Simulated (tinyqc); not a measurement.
Punch-through p+-n junction, ionisation integral and breakdown: one step of the calculation.

A p+ layer at x < 0 and an n drift layer from x = 0 to L on an n+ substrate. Depletion approximation, built-in voltage neglected. Local ionisation coefficients alpha_n = an exp(-(bn/E)^mx), alpha_p = ap exp(-(bp/E)^mx). Electrons move towards +x, holes towards x = 0.

Problem. Field and ionisation coefficients on a grid. W = sqrt(2 eps0 eps_r V/(q N)), peak field E0 = q N W/(eps0 eps_r), falling linearly to 0 at W; if W > L the layer is punched through: W = L, E0 = V/L + q N L/(2 eps0 eps_r), falling linearly to E1 = V/L - q N L/(2 eps0 eps_r). Grid: 11 equal steps from 0 to fr W.

Inputs (values chosen for the exercise); material values close to those of silicon: relative permittivity eps_r = 11.5; prefactor of the electron ionisation coefficient an = 6.62e5 1/cm; field constant for electrons bn = 1.3e6 V/cm; prefactor of the hole ionisation coefficient ap = 1.64e6 1/cm; field constant for holes bp = 2e6 V/cm; exponent mx = 1; donor density of the drift layer N = 2.2e14 cm^-3; thickness of the drift layer L = 41 um; reverse voltage V = 535 V; share of the depleted width that the grid covers fr = 1.

Constants: q = 1.602176634e-19 C, eps0 = 8.8541878128e-14 F/cm where lengths are in cm. Results are converted to the units shown.

Wanted: W; x; E; alpha_n; alpha_p.

Solution.

W = 41.000 um
x, point 0 to 11 (um): [0.000, 3.727, 7.455, 11.182, 14.909, 18.636, 22.364, 26.091, 29.818, 33.545, 37.273, 41.000]
E, point 0 to 11 (kV/cm): [201.45, 188.55, 175.65, 162.74, 149.84, 136.94, 124.04, 111.13, 98.231, 85.329, 72.426, 59.523]
alpha_n, point 0 to 11 (1/cm): [1043.0, 670.67, 404.16, 224.76, 112.98, 49.887, 18.583, 5.5037, 1.1841, 0.16006, 0.010606, 2.1667e-4]
alpha_p, point 0 to 11 (1/cm): [80.021, 40.565, 18.611, 7.5458, 2.6190, 0.74466, 0.16299, 0.025069, 0.0023581, 1.0852e-4, 1.6675e-6, 4.1923e-9]

tinyqc, about 0.09 s, one thread, Intel Xeon 2.30GHz (shared host): `OMP_NUM_THREADS=1 python tinyqc.py 2120066 2120067 out.jsonl`
